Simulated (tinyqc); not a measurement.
Metal-interlayer-semiconductor contact, depinning against tunnelling resistance: one step of the calculation.

Zero bias, n-type semiconductor. Gap states at the semiconductor surface thin out as exp(-be ti), which unpins the barrier; electrons must then cross the interlayer (a rectangular barrier, no voltage drop across it) and the parabolic depleted layer, both by WKB. Energies E are counted from the Fermi level; no image force, parabolic bands.

Problem. Exponents and integrand on an energy grid. With U = phiB - xi: for xi < E < phiB, y = (E - xi)/U and G1 = (U/E00) [sqrt(1 - y) - y ln((1 + sqrt(1 - y))/sqrt(y))], G1 = 0 above phiB; G2 = 2 ti sqrt(mi max(phiB + dE - E, 0)/C), C = hbar^2/(2 m0); f = 1/(1 + exp(E/Vt)); integrand exp(-G1 - G2) f.

Parameters, values chosen for the exercise; semiconductor values close to those of silicon; interlayer mass of the order of that in lanthanum oxide, offset chosen freely: temperature T = 300 K; interlayer thickness ti = 0.5 nm; conduction-band offset of the interlayer above the semiconductor dE = 2.04 eV; tunnelling mass in the interlayer mi = 0.29 m0.

Constants: q = 1.602176634e-19 C, kB = 1.380649e-23 J/K, hbar = 1.054571817e-34 J s, m0 = 9.1093837015e-31 kg, Vt = kB T/q, hbar^2/(2 m0) = 0.0380998212 eV nm^2. Results are converted to the units shown.

E, point 0 to 16 (eV): -0.05  -0.03312  -0.01625  0.00063  0.0175  0.03438  0.05125  0.06813  0.085  0.10188  0.11875  0.13562  0.1525  0.16938  0.18625  0.20313  0.22
phiB = 0.17451792 eV
xi = -0.055372830 eV
E00 = 0.11600258 eV

Wanted: G1; G2; f; integrand.

Solution.

```
point     G1     G2         f  integrand (1e-3)
0      1.840  4.152    0.8737             2.184
1      1.531  4.136    0.7826             2.705
2      1.288  4.121    0.6522             2.919
3      1.081  4.105    0.4939             2.764
4      0.899  4.089    0.3369             2.298
5      0.737  4.074    0.2092             1.703
6      0.593  4.058    0.1211             1.156
7      0.465  4.042   0.06690             0.738
8      0.351  4.026   0.03599             0.452
9      0.252  4.010   0.01906             0.269
10     0.166  3.994   0.01002             0.156
11     0.095  3.978  0.005241             0.089
12     0.040  3.962  0.002735             0.050
13     0.004  3.945  0.001425             0.027
14     0.000  3.929  7.427e-4             0.015
15     0.000  3.913  3.867e-4             0.008
16     0.000  3.896  2.014e-4             0.004
```

Range of the model: The depletion charge would drop about 0.057 V across such an interlayer (eps_r near 25) at ti = 0.5 nm and Nd = 8.5e19 cm^-3, against a band bending of 0.23 V; this model leaves that drop out.

tinyqc, about 0.02 s, one thread, Intel Xeon 2.30GHz (shared host): `OMP_NUM_THREADS=1 python tinyqc.py 2270049 2270050 out.jsonl`
